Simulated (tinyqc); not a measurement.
Inside a calculation (part 1 of 2). Method: UHF in the sto-3g basis, for BeH2, spin multiplicity 1. Computed by tinyqc, a small Python program that keeps every step (integrals from PySCF). Settings: charge = 0, multiplicity = 1, basis = sto-3g, energy threshold = 1e-09, iteration cap = 80, orthogonalisation = canonical, start = core, DIIS depth = 3, damping = 0.5, shift = 0.2, method = UHF, break = 0.2. Command: `OMP_NUM_THREADS=1 python tinyqc.py 27007 27008 out.jsonl` (the two numbers bound the seeds that draw the settings). One thread of a shared host (Intel(R) Xeon(R) Processor @ 2.60GHz), about 0.1 s of CPU time with the checks. Later iterations appear only in the table of the cycle.

## One-electron integrals

Geometry (angstrom):
```
atom       x        y       z
Be    0.0000   0.0000  0.0000
H     0.0000   1.4750  0.0000
H     0.0000  -1.4750  0.0000
```

Basis sto-3g: exponents (1/bohr^2) and contraction coefficients of normalised primitives:
```
element  l (shell)  exponent  coefficient
Be           s (1)   30.1679       0.1543
Be           s (1)    5.4951       0.5353
Be           s (1)    1.4872       0.4446
Be           s (2)    1.3148      -0.1000
Be           s (2)    0.3055       0.3995
Be           s (2)    0.0994       0.7001
Be           p (3)    1.3148       0.1559
Be           p (3)    0.3055       0.6077
Be           p (3)    0.0994       0.3920
H            s (1)    3.4253       0.1543
H            s (1)    0.6239       0.5353
H            s (1)    0.1689       0.4446
```

Overlap, kinetic and nuclear-attraction integrals over the contracted functions; the nuclear repulsion is the sum of Za Zb / Rab.

nuclear repulsion = 3.049496 hartree

overlap S:
```
         1Be 1s  1Be 2s  1Be 2px  1Be 2py  1Be 2pz   2H 1s    3H 1s
1Be 1s   1.0000  0.2595   0.0000   0.0000   0.0000  0.0516   0.0516
1Be 2s   0.2595  1.0000   0.0000   0.0000   0.0000  0.4065   0.4065
1Be 2px  0.0000  0.0000   1.0000   0.0000   0.0000  0.0000   0.0000
1Be 2py  0.0000  0.0000   0.0000   1.0000   0.0000  0.4851  -0.4851
1Be 2pz  0.0000  0.0000   0.0000   0.0000   1.0000  0.0000   0.0000
2H 1s    0.0516  0.4065   0.0000   0.4851   0.0000  1.0000   0.0203
3H 1s    0.0516  0.4065   0.0000  -0.4851   0.0000  0.0203   1.0000
```

kinetic energy T (hartree):
```
          1Be 1s   1Be 2s  1Be 2px  1Be 2py  1Be 2pz    2H 1s    3H 1s
1Be 1s    6.6940  -0.0330   0.0000   0.0000   0.0000  -0.0139  -0.0139
1Be 2s   -0.0330   0.2111   0.0000   0.0000   0.0000   0.0499   0.0499
1Be 2px   0.0000   0.0000   0.6606   0.0000   0.0000   0.0000   0.0000
1Be 2py   0.0000   0.0000   0.0000   0.6606   0.0000   0.1511  -0.1511
1Be 2pz   0.0000   0.0000   0.0000   0.0000   0.6606   0.0000   0.0000
2H 1s    -0.0139   0.0499   0.0000   0.1511   0.0000   0.7600  -0.0071
3H 1s    -0.0139   0.0499   0.0000  -0.1511   0.0000  -0.0071   0.7600
```

nuclear attraction V (hartree):
```
           1Be 1s   1Be 2s  1Be 2px  1Be 2py  1Be 2pz    2H 1s    3H 1s
1Be 1s   -15.2786  -2.0855   0.0000   0.0000   0.0000  -0.4132  -0.4132
1Be 2s    -2.0855  -2.9989   0.0000   0.0000   0.0000  -1.1446  -1.1446
1Be 2px    0.0000   0.0000  -2.9130   0.0000   0.0000   0.0000   0.0000
1Be 2py    0.0000   0.0000   0.0000  -3.1157   0.0000  -1.3325   1.3325
1Be 2pz    0.0000   0.0000   0.0000   0.0000  -2.9130   0.0000   0.0000
2H 1s     -0.4132  -1.1446   0.0000  -1.3325   0.0000  -2.8346  -0.0677
3H 1s     -0.4132  -1.1446   0.0000   1.3325   0.0000  -0.0677  -2.8346
```

core Hamiltonian H = T + V (hartree):
```
          1Be 1s   1Be 2s  1Be 2px  1Be 2py  1Be 2pz    2H 1s    3H 1s
1Be 1s   -8.5846  -2.1185   0.0000   0.0000   0.0000  -0.4270  -0.4270
1Be 2s   -2.1185  -2.7878   0.0000   0.0000   0.0000  -1.0947  -1.0947
1Be 2px   0.0000   0.0000  -2.2524   0.0000   0.0000   0.0000   0.0000
1Be 2py   0.0000   0.0000   0.0000  -2.4551   0.0000  -1.1814   1.1814
1Be 2pz   0.0000   0.0000   0.0000   0.0000  -2.2524   0.0000   0.0000
2H 1s    -0.4270  -1.0947   0.0000  -1.1814   0.0000  -2.0746  -0.0748
3H 1s    -0.4270  -1.0947   0.0000   1.1814   0.0000  -0.0748  -2.0746
```

## Two-electron integrals

Functions are numbered as in S; the eight-fold symmetry (ij|kl) = (ji|kl) = (kl|ij) leaves the list below.

Two-electron integrals (ij|kl) in chemists' order, unique and non-zero (hartree):
```
(11|11) 2.2988     (21|11) 0.3920     (21|21) 0.0795     (22|11) 0.5710
(22|21) 0.1430     (22|22) 0.4177     (31|31) 0.0146     (32|31) 0.0219
(32|32) 0.0923     (33|11) 0.5696     (33|21) 0.1431     (33|22) 0.4176
(33|33) 0.4499     (41|41) 0.0146     (42|41) 0.0219     (42|42) 0.0923
(43|43) 0.0242     (44|11) 0.5696     (44|21) 0.1431     (44|22) 0.4176
(44|33) 0.4014     (44|44) 0.4499     (51|51) 0.0146     (52|51) 0.0219
(52|52) 0.0923     (53|53) 0.0242     (54|54) 0.0242     (55|11) 0.5696
(55|21) 0.1431     (55|22) 0.4176     (55|33) 0.4014     (55|44) 0.4014
(55|55) 0.4499     (61|11) 0.0770     (61|21) 0.0156     (61|22) 0.0283
(61|33) 0.0281     (61|41) 0.0014     (61|42) 0.0026     (61|44) 0.0287
(61|55) 0.0281     (61|61) 0.0032     (62|11) 0.1897     (62|21) 0.0482
(62|22) 0.1538     (62|33) 0.1479     (62|41) 0.0063     (62|42) 0.0390
(62|44) 0.1654     (62|55) 0.1479     (62|61) 0.0105     (62|62) 0.0848
(63|31) 0.0044     (63|32) 0.0206     (63|43) 0.0067     (63|63) 0.0077
(64|11) 0.2046     (64|21) 0.0526     (64|22) 0.1760     (64|33) 0.1656
(64|41) 0.0102     (64|42) 0.0606     (64|44) 0.1967     (64|55) 0.1656
(64|61) 0.0119     (64|62) 0.1103     (64|64) 0.1480     (65|51) 0.0044
(65|52) 0.0206     (65|54) 0.0067     (65|65) 0.0077     (66|11) 0.3568
(66|21) 0.0924     (66|22) 0.3302     (66|33) 0.3063     (66|41) 0.0141
(66|42) 0.1125     (66|44) 0.3777     (66|55) 0.3063     (66|61) 0.0206
(66|62) 0.2319     (66|64) 0.3201     (66|66) 0.7746     (71|11) 0.0770
(71|21) 0.0156     (71|22) 0.0283     (71|33) 0.0281     (71|41) -0.0014
(71|42) -0.0026    (71|44) 0.0287     (71|55) 0.0281     (71|61) 0.0029
(71|62) 0.0088     (71|64) 0.0093     (71|66) 0.0167     (71|71) 0.0032
(72|11) 0.1897     (72|21) 0.0482     (72|22) 0.1538     (72|33) 0.1479
(72|41) -0.0063    (72|42) -0.0390    (72|44) 0.1654     (72|55) 0.1479
(72|61) 0.0088     (72|62) 0.0436     (72|64) 0.0457     (72|66) 0.0879
(72|71) 0.0105     (72|72) 0.0848     (73|31) 0.0044     (73|32) 0.0206
(73|43) -0.0067    (73|63) 0.0031     (73|73) 0.0077     (74|11) -0.2046
(74|21) -0.0526    (74|22) -0.1760    (74|33) -0.1656    (74|41) 0.0102
(74|42) 0.0606     (74|44) -0.1967    (74|55) -0.1656    (74|61) -0.0093
(74|62) -0.0457    (74|64) -0.0463    (74|66) -0.0912    (74|71) -0.0119
(74|72) -0.1103    (74|74) 0.1480     (75|51) 0.0044     (75|52) 0.0206
(75|54) -0.0067    (75|65) 0.0031     (75|75) 0.0077     (76|11) 0.0126
(76|21) 0.0031     (76|22) 0.0089     (76|33) 0.0087     (76|44) 0.0091
(76|55) 0.0087     (76|61) 0.0006     (76|62) 0.0033     (76|64) 0.0039
(76|66) 0.0074     (76|71) 0.0006     (76|72) 0.0033     (76|74) -0.0039
(76|76) 1.91e-04   (77|11) 0.3568     (77|21) 0.0924     (77|22) 0.3302
(77|33) 0.3063     (77|41) -0.0141    (77|42) -0.1125    (77|44) 0.3777
(77|55) 0.3063     (77|61) 0.0167     (77|62) 0.0879     (77|64) 0.0912
(77|66) 0.1794     (77|71) 0.0206     (77|72) 0.2319     (77|74) -0.3201
(77|76) 0.0074     (77|77) 0.7746
```

## Orthogonalisation

S = U s U^T; canonical form X = U s^(-1/2), so that X^T S X = 1. Each column of U has its largest component positive (the first on a tie).

eigenvalues of S: 0.3038  0.4026  0.9489  1.0000  1.0000  1.6688  1.6759

X:
```
               1        2        3       4       5       6        7
1Be 1s    0.0000  -0.3718   0.9359  0.0000  0.0000  0.2605   0.0000
1Be 2s    0.0000   1.1428  -0.0671  0.0000  0.0000  0.5307   0.0000
1Be 2px   0.0000   0.0000   0.0000  1.0000  0.0000  0.0000   0.0000
1Be 2py   1.2734   0.0000   0.0000  0.0000  0.0000  0.0000   0.5502
1Be 2pz   0.0000   0.0000   0.0000  0.0000  1.0000  0.0000   0.0000
2H 1s    -0.9138  -0.7211  -0.2945  0.0000  0.0000  0.3534   0.3834
3H 1s     0.9138  -0.7211  -0.2945  0.0000  0.0000  0.3534  -0.3834
```

Within a degenerate level the vectors are fixed only up to a rotation; this is one choice.

## Starting guess

The start is the orbitals of the core Hamiltonian, with HOMO and LUMO mixed by +/-0.2 rad for the two spins; D(s) = C_occ C_occ^T for each spin.

D(alpha) at the start:
```
          1Be 1s   1Be 2s  1Be 2px  1Be 2py  1Be 2pz    2H 1s    3H 1s
1Be 1s    1.0663  -0.2454   0.0282   0.0000  -0.0373  -0.0133  -0.0133
1Be 2s   -0.2454   0.8830  -0.1126   0.0000   0.1488   0.0782   0.0782
1Be 2px   0.0282  -0.1126   0.0144   0.0000  -0.0190  -0.0100  -0.0100
1Be 2py   0.0000   0.0000   0.0000   1.0474   0.0000  -0.0250   0.0250
1Be 2pz  -0.0373   0.1488  -0.0190   0.0000   0.0251   0.0132   0.0132
2H 1s    -0.0133   0.0782  -0.0100  -0.0250   0.0132   0.0076   0.0064
3H 1s    -0.0133   0.0782  -0.0100   0.0250   0.0132   0.0064   0.0076
```

D(beta) at the start:
```
          1Be 1s   1Be 2s  1Be 2px  1Be 2py  1Be 2pz    2H 1s    3H 1s
1Be 1s    1.0663  -0.2454  -0.0282   0.0000   0.0373  -0.0133  -0.0133
1Be 2s   -0.2454   0.8830   0.1126   0.0000  -0.1488   0.0782   0.0782
1Be 2px  -0.0282   0.1126   0.0144   0.0000  -0.0190   0.0100   0.0100
1Be 2py   0.0000   0.0000   0.0000   1.0474   0.0000  -0.0250   0.0250
1Be 2pz   0.0373  -0.1488  -0.0190   0.0000   0.0251  -0.0132  -0.0132
2H 1s    -0.0133   0.0782   0.0100  -0.0250  -0.0132   0.0076   0.0064
3H 1s    -0.0133   0.0782   0.0100   0.0250  -0.0132   0.0064   0.0076
```

## Iteration 1: building the Fock matrix

J_ij = sum D_kl (ij|kl) with D = D(alpha) + D(beta), K_ij = sum D_kl (ik|jl) for each spin; F = H + J - K(s); E = tr D H + tr D J / 2 - 0.5 sum_s tr D(s) K(s) + E_nn.

Coulomb J (hartree):
```
         1Be 1s  1Be 2s  1Be 2px  1Be 2py  1Be 2pz   2H 1s    3H 1s
1Be 1s   6.8447  1.3424   0.0000   0.0000   0.0000  0.2656   0.2656
1Be 2s   1.3424  2.7908   0.0000   0.0000   0.0000  1.0153   1.0153
1Be 2px  0.0000  0.0000   2.7514   0.0000  -0.0018  0.0000   0.0000
1Be 2py  0.0000  0.0000   0.0000   2.8584   0.0000  1.1549  -1.1549
1Be 2pz  0.0000  0.0000  -0.0018   0.0000   2.7524  0.0000   0.0000
2H 1s    0.2656  1.0153   0.0000   1.1549   0.0000  2.1403   0.0608
3H 1s    0.2656  1.0153   0.0000  -1.1549   0.0000  0.0608   2.1403
```

exchange K(alpha) (hartree):
```
          1Be 1s   1Be 2s  1Be 2px  1Be 2py  1Be 2pz    2H 1s    3H 1s
1Be 1s    2.3456   0.4148  -0.0028   0.0000   0.0036   0.0891   0.0891
1Be 2s    0.4148   0.5272  -0.0561   0.0000   0.0742   0.2309   0.2309
1Be 2px  -0.0028  -0.0561   0.1245   0.0000  -0.0081  -0.0213  -0.0213
1Be 2py   0.0000   0.0000   0.0000   0.5588   0.0000   0.2413  -0.2413
1Be 2pz   0.0036   0.0742  -0.0081   0.0000   0.1290   0.0282   0.0282
2H 1s     0.0891   0.2309  -0.0213   0.2413   0.0282   0.2548   0.0084
3H 1s     0.0891   0.2309  -0.0213  -0.2413   0.0282   0.0084   0.2548
```

exchange K(beta) (hartree):
```
          1Be 1s   1Be 2s  1Be 2px  1Be 2py  1Be 2pz    2H 1s    3H 1s
1Be 1s    2.3456   0.4148   0.0028   0.0000  -0.0036   0.0891   0.0891
1Be 2s    0.4148   0.5272   0.0561   0.0000  -0.0742   0.2309   0.2309
1Be 2px   0.0028   0.0561   0.1245   0.0000  -0.0081   0.0213   0.0213
1Be 2py   0.0000   0.0000   0.0000   0.5588   0.0000   0.2413  -0.2413
1Be 2pz  -0.0036  -0.0742  -0.0081   0.0000   0.1290  -0.0282  -0.0282
2H 1s     0.0891   0.2309   0.0213   0.2413  -0.0282   0.2548   0.0084
3H 1s     0.0891   0.2309   0.0213  -0.2413  -0.0282   0.0084   0.2548
```

F(alpha) (hartree):
```
          1Be 1s   1Be 2s  1Be 2px  1Be 2py  1Be 2pz    2H 1s    3H 1s
1Be 1s   -4.0856  -1.1908   0.0028   0.0000  -0.0036  -0.2505  -0.2505
1Be 2s   -1.1908  -0.5242   0.0561   0.0000  -0.0742  -0.3103  -0.3103
1Be 2px   0.0028   0.0561   0.3745   0.0000   0.0062   0.0213   0.0213
1Be 2py   0.0000   0.0000   0.0000  -0.1556   0.0000  -0.2678   0.2678
1Be 2pz  -0.0036  -0.0742   0.0062   0.0000   0.3710  -0.0282  -0.0282
2H 1s    -0.2505  -0.3103   0.0213  -0.2678  -0.0282  -0.1891  -0.0224
3H 1s    -0.2505  -0.3103   0.0213   0.2678  -0.0282  -0.0224  -0.1891
```

F(beta) (hartree):
```
          1Be 1s   1Be 2s  1Be 2px  1Be 2py  1Be 2pz    2H 1s    3H 1s
1Be 1s   -4.0856  -1.1908  -0.0028   0.0000   0.0036  -0.2505  -0.2505
1Be 2s   -1.1908  -0.5242  -0.0561   0.0000   0.0742  -0.3103  -0.3103
1Be 2px  -0.0028  -0.0561   0.3745   0.0000   0.0062  -0.0213  -0.0213
1Be 2py   0.0000   0.0000   0.0000  -0.1556   0.0000  -0.2678   0.2678
1Be 2pz   0.0036   0.0742   0.0062   0.0000   0.3710   0.0282   0.0282
2H 1s    -0.2505  -0.3103  -0.0213  -0.2678   0.0282  -0.1891  -0.0224
3H 1s    -0.2505  -0.3103  -0.0213   0.2678   0.0282  -0.0224  -0.1891
```

total energy of this density = -14.900193 hartree

This density is the starting one.

## Iteration 1: diagonalisation and new density

A level shift of 0.2 hartree raises the virtual space: F + shift (S - S D(s) S), with D(s) the density of one spin. Diagonalise F' = X^T F X, C = X C', fill 3 alpha and 3 beta electrons from the bottom; D(s) = C_occ C_occ^T; the new density keeps 0.5 of the old one (damping). Each column has its largest component positive (the first on a tie).

F' = X^T F X (alpha) (hartree):
```
         1        2        3        4        5        6        7
1   0.8822   0.0000   0.0000   0.0000   0.0000   0.0000  -0.0591
2   0.0000   0.4564   0.5866   0.0424  -0.0561   0.1573   0.0000
3   0.0000   0.5866  -3.1950  -0.0213   0.0282  -1.5426   0.0000
4   0.0000   0.0424  -0.0213   0.5716   0.0100   0.0654   0.0000
5   0.0000  -0.0561   0.0282   0.0100   0.5660  -0.0865   0.0000
6   0.0000   0.1573  -1.5426   0.0654  -0.0865  -1.1047   0.0000
7  -0.0591   0.0000   0.0000   0.0000   0.0000   0.0000  -0.2885
```

orbital energies (alpha) (hartree): MO1 -4.0903, MO2 -0.3251, MO3 -0.2915, MO4 0.5112, MO5 0.5792, MO6 0.6192, MO7 0.8852

coefficients C (alpha):
```
             MO1      MO2      MO3      MO4     MO5      MO6      MO7
1Be 1s    0.9899  -0.2400   0.0000  -0.1411  0.0000  -0.1569   0.0000
1Be 2s    0.0378   0.6796   0.0000   0.7560  0.0000   0.7465   0.0000
1Be 2px  -0.0013  -0.0831   0.0000  -0.3804  0.7974   0.4609   0.0000
1Be 2py   0.0000   0.0000   0.6136   0.0000  0.0000   0.0000   1.2441
1Be 2pz   0.0017   0.1098   0.0000   0.5027  0.6034  -0.6092   0.0000
2H 1s    -0.0027   0.3198   0.3369  -0.6392  0.0000  -0.4698  -0.9319
3H 1s    -0.0027   0.3198  -0.3369  -0.6392  0.0000  -0.4698   0.9319
```

F' = X^T F X (beta) (hartree):
```
         1        2        3        4        5        6        7
1   0.8822   0.0000   0.0000   0.0000   0.0000   0.0000  -0.0591
2   0.0000   0.4564   0.5866  -0.0424   0.0561   0.1573   0.0000
3   0.0000   0.5866  -3.1950   0.0213  -0.0282  -1.5426   0.0000
4   0.0000  -0.0424   0.0213   0.5716   0.0100  -0.0654   0.0000
5   0.0000   0.0561  -0.0282   0.0100   0.5660   0.0865   0.0000
6   0.0000   0.1573  -1.5426  -0.0654   0.0865  -1.1047   0.0000
7  -0.0591   0.0000   0.0000   0.0000   0.0000   0.0000  -0.2885
```

orbital energies (beta) (hartree): MO1 -4.0903, MO2 -0.3251, MO3 -0.2915, MO4 0.5112, MO5 0.5792, MO6 0.6192, MO7 0.8852

coefficients C (beta):
```
             MO1      MO2      MO3      MO4     MO5      MO6      MO7
1Be 1s    0.9899  -0.2400   0.0000  -0.1411  0.0000  -0.1569   0.0000
1Be 2s    0.0378   0.6796   0.0000   0.7560  0.0000   0.7465   0.0000
1Be 2px   0.0013   0.0831   0.0000   0.3804  0.7974  -0.4609   0.0000
1Be 2py   0.0000   0.0000   0.6136   0.0000  0.0000   0.0000   1.2441
1Be 2pz  -0.0017  -0.1098   0.0000  -0.5027  0.6034   0.6092   0.0000
2H 1s    -0.0027   0.3198   0.3369  -0.6392  0.0000  -0.4698  -0.9319
3H 1s    -0.0027   0.3198  -0.3369  -0.6392  0.0000  -0.4698   0.9319
```

D(alpha) after iteration 1:
```
          1Be 1s   1Be 2s  1Be 2px  1Be 2py  1Be 2pz    2H 1s    3H 1s
1Be 1s    1.0519  -0.1856   0.0234   0.0000  -0.0310  -0.0463  -0.0463
1Be 2s   -0.1856   0.6731  -0.0846   0.0000   0.1118   0.1477   0.1477
1Be 2px   0.0234  -0.0846   0.0106   0.0000  -0.0141  -0.0183  -0.0183
1Be 2py   0.0000   0.0000   0.0000   0.7119   0.0000   0.0908  -0.0908
1Be 2pz  -0.0310   0.1118  -0.0141   0.0000   0.0186   0.0242   0.0242
2H 1s    -0.0463   0.1477  -0.0183   0.0908   0.0242   0.1117  -0.0024
3H 1s    -0.0463   0.1477  -0.0183  -0.0908   0.0242  -0.0024   0.1117
```

D(beta) after iteration 1:
```
          1Be 1s   1Be 2s  1Be 2px  1Be 2py  1Be 2pz    2H 1s    3H 1s
1Be 1s    1.0519  -0.1856  -0.0234   0.0000   0.0310  -0.0463  -0.0463
1Be 2s   -0.1856   0.6731   0.0846   0.0000  -0.1118   0.1477   0.1477
1Be 2px  -0.0234   0.0846   0.0106   0.0000  -0.0141   0.0183   0.0183
1Be 2py   0.0000   0.0000   0.0000   0.7119   0.0000   0.0908  -0.0908
1Be 2pz   0.0310  -0.1118  -0.0141   0.0000   0.0186  -0.0242  -0.0242
2H 1s    -0.0463   0.1477   0.0183   0.0908  -0.0242   0.1117  -0.0024
3H 1s    -0.0463   0.1477   0.0183  -0.0908  -0.0242  -0.0024   0.1117
```

## Iteration 2: building the Fock matrix

As before.

Coulomb J (hartree):
```
         1Be 1s  1Be 2s  1Be 2px  1Be 2py  1Be 2pz   2H 1s    3H 1s
1Be 1s   6.6617  1.3011   0.0000   0.0000   0.0000  0.2575   0.2575
1Be 2s   1.3011  2.7229   0.0000   0.0000   0.0000  1.0147   1.0147
1Be 2px  0.0000  0.0000   2.6716   0.0000  -0.0014  0.0000   0.0000
1Be 2py  0.0000  0.0000   0.0000   2.8145   0.0000  1.1686  -1.1686
1Be 2pz  0.0000  0.0000  -0.0014   0.0000   2.6724  0.0000   0.0000
2H 1s    0.2575  1.0147   0.0000   1.1686   0.0000  2.2269   0.0595
3H 1s    0.2575  1.0147   0.0000  -1.1686   0.0000  0.0595   2.2269
```

exchange K(alpha) (hartree):
```
          1Be 1s   1Be 2s  1Be 2px  1Be 2py  1Be 2pz    2H 1s    3H 1s
1Be 1s    2.3331   0.4117  -0.0014   0.0000   0.0019   0.0862   0.0862
1Be 2s    0.4117   0.4949  -0.0454   0.0000   0.0600   0.2553   0.2553
1Be 2px  -0.0014  -0.0454   0.1074   0.0000  -0.0060  -0.0194  -0.0194
1Be 2py   0.0000   0.0000   0.0000   0.5290   0.0000   0.2783  -0.2783
1Be 2pz   0.0019   0.0600  -0.0060   0.0000   0.1108   0.0257   0.0257
2H 1s     0.0862   0.2553  -0.0194   0.2783   0.0257   0.3737   0.0070
3H 1s     0.0862   0.2553  -0.0194  -0.2783   0.0257   0.0070   0.3737
```

exchange K(beta) (hartree):
```
          1Be 1s   1Be 2s  1Be 2px  1Be 2py  1Be 2pz    2H 1s    3H 1s
1Be 1s    2.3331   0.4117   0.0014   0.0000  -0.0019   0.0862   0.0862
1Be 2s    0.4117   0.4949   0.0454   0.0000  -0.0600   0.2553   0.2553
1Be 2px   0.0014   0.0454   0.1074   0.0000  -0.0060   0.0194   0.0194
1Be 2py   0.0000   0.0000   0.0000   0.5290   0.0000   0.2783  -0.2783
1Be 2pz  -0.0019  -0.0600  -0.0060   0.0000   0.1108  -0.0257  -0.0257
2H 1s     0.0862   0.2553   0.0194   0.2783  -0.0257   0.3737   0.0070
3H 1s     0.0862   0.2553   0.0194  -0.2783  -0.0257   0.0070   0.3737
```

F(alpha) (hartree):
```
          1Be 1s   1Be 2s  1Be 2px  1Be 2py  1Be 2pz    2H 1s    3H 1s
1Be 1s   -4.2561  -1.2291   0.0014   0.0000  -0.0019  -0.2557  -0.2557
1Be 2s   -1.2291  -0.5599   0.0454   0.0000  -0.0600  -0.3353  -0.3353
1Be 2px   0.0014   0.0454   0.3119   0.0000   0.0046   0.0194   0.0194
1Be 2py   0.0000   0.0000   0.0000  -0.1696   0.0000  -0.2911   0.2911
1Be 2pz  -0.0019  -0.0600   0.0046   0.0000   0.3093  -0.0257  -0.0257
2H 1s    -0.2557  -0.3353   0.0194  -0.2911  -0.0257  -0.2213  -0.0222
3H 1s    -0.2557  -0.3353   0.0194   0.2911  -0.0257  -0.0222  -0.2213
```

F(beta) (hartree):
```
          1Be 1s   1Be 2s  1Be 2px  1Be 2py  1Be 2pz    2H 1s    3H 1s
1Be 1s   -4.2561  -1.2291  -0.0014   0.0000   0.0019  -0.2557  -0.2557
1Be 2s   -1.2291  -0.5599  -0.0454   0.0000   0.0600  -0.3353  -0.3353
1Be 2px  -0.0014  -0.0454   0.3119   0.0000   0.0046  -0.0194  -0.0194
1Be 2py   0.0000   0.0000   0.0000  -0.1696   0.0000  -0.2911   0.2911
1Be 2pz   0.0019   0.0600   0.0046   0.0000   0.3093   0.0257   0.0257
2H 1s    -0.2557  -0.3353  -0.0194  -0.2911   0.0257  -0.2213  -0.0222
3H 1s    -0.2557  -0.3353  -0.0194   0.2911   0.0257  -0.0222  -0.2213
```

total energy of this density = -15.184450 hartree

This density is a damped mixture and is not idempotent.
